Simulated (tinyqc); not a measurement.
Worked calculation: quantum-confined Stark effect in a modulator well. Values are carried at full precision from step to step, so a last printed digit may differ when a step is redone from the rounded ones.

Constants: hbar^2/2m0 = 3.80998211 eV angstrom^2; e^2/(4 pi eps0) = 14.39964547 eV angstrom; hc = 1239.841984 eV nm.

Values chosen for the exercise (near those of an InGaAs well in InAlAs; shifted at random, so the results belong to these values and not to a real crystal): L = 138 angstrom (well width); me = 0.0411 m0 (electron, well); mh = 0.382 m0 (heavy hole along z, well); F = 75 kV/cm (field); Vc = 0.528 eV (conduction offset); Vv = 0.188 eV (heavy-hole offset); meb = 0.0741 m0 (electron, barrier); mhb = 0.418 m0 (heavy hole, barrier); Eg = 0.756 eV (gap of the well); mp = 0.109 m0 (heavy hole in the plane); eps = 13.5 (dielectric constant); dE = 18 meV (operating point below the zero-field line); G = 6 meV (half width of the exciton line).

## Estimate for hard walls

Second order: each level moves by -C m (e F)^2 L^4/(2c), C = (15/pi^2 - 1)/(24 pi^2), c = hbar^2/2m0, 1 kV/cm = 1e-5 eV/angstrom. It holds while e F L is no more than about twice 3 c pi^2/(m L^2).

Estimate:

| carrier | shift (meV) | e F L over the level spacing |
|---|---|---|
| electron | -2.41 | 0.72 |
| heavy hole | -22.44 | 6.67 |

The hole, 9.3 times heavier, carries 90 % of the estimated shift; for it the ratio exceeds 3, so second order overstates its shift, by 13 % at a ratio of 3 and 60 % at 8.

## Levels and envelopes

Envelopes on cells of 0.5 angstrom over the well |z| < L/2 and 45 angstrom of barrier on each side, psi = 0 beyond, psi'/m continuous (mean mass between points), c = hbar^2/2m0. The electron sees + e F z and the hole - e F z, each with its offset in the barriers; 1 kV/cm = 1e-5 eV/angstrom. Light holes, band mixing and escape by tunnelling are left out.

Ground levels, squared overlap and separation <z>_h - <z>_e without and with the field.

Results:

| F (kV/cm) | E_e (meV) | E_h (meV) | overlap^2 | separation (angstrom) |
|---|---|---|---|---|
| 0 | 30.43 | 4.19 | 0.989 | 0.0 |
| 75 | 24.69 | -16.12 | 0.280 | 55.0 |

The electron level moves by -5.74 meV (2.4 times the hard-wall estimate, since it leaks into the barriers and sees a wider well) and the hole level by -20.31 meV (0.90 times). For the hole, saturation lowers the shift and leakage raises it, so a ratio near 1 is a coincidence.

## Exciton

Exciton: in-plane function exp(-rho/lam), 1/mu = 1/me + 1/mp, E(lam) = c/(mu lam^2) - (q/eps) times the integral over k of Fm(k)(1 + (k lam/2)^2)^(-3/2), Fm(k) the double integral of psi_e^2 psi_h^2 exp(-k |z - z'|), q = e^2/(4 pi eps0); binding Eb = -E at the minimum. Line at Eg + E_e + E_h - Eb, strength proportional to overlap^2/lam^2.

Minimise over lam without and with the field.

Results:

| F (kV/cm) | lam (angstrom) | Eb (meV) | line (eV) | nm | overlap^2/lam^2 (1e-4/angstrom^2) |
|---|---|---|---|---|---|
| 0 | 189.3 | 5.25 | 0.7854 | 1578.7 | 0.2759 |
| 75 | 225.9 | 4.24 | 0.7603 | 1630.7 | 0.0548 |

The weaker binding gives back 1.01 meV of the red shift, leaving 25.0 meV; the strength falls to 20 %.

## Contrast at the operating point

With a Gaussian line of half width G, the absorption at E_op = line(0) - dE is proportional to strength x exp(-ln2 ((E_op - line)/G)^2); continuum absorption is left out. Give it at both fields, relative to the zero-field peak.

E_op = 0.7674 eV
wavelength = 1615.7 nm

absorption without and with the field: 0.0020  0.077

The field changes the absorption by +0.07 of the zero-field peak. With dE above 2G the Gaussian tail at zero field is weak; real tails fall only exponentially and absorb more.

## Checks

- Zero-field levels against the matching condition of the square well, meV: largest difference 6.3e-04.
- Slope d(E_e + E_h)/dF against minus the separation (Hellmann-Feynman), angstrom: both -55.0.

(tinyqc, `OMP_NUM_THREADS=1 python tinyqc.py 1280784 1280785 out.jsonl`, Intel(R) Xeon(R) Processor @ 2.30GHz, 1 thread, shared host, about 0.3 s.)
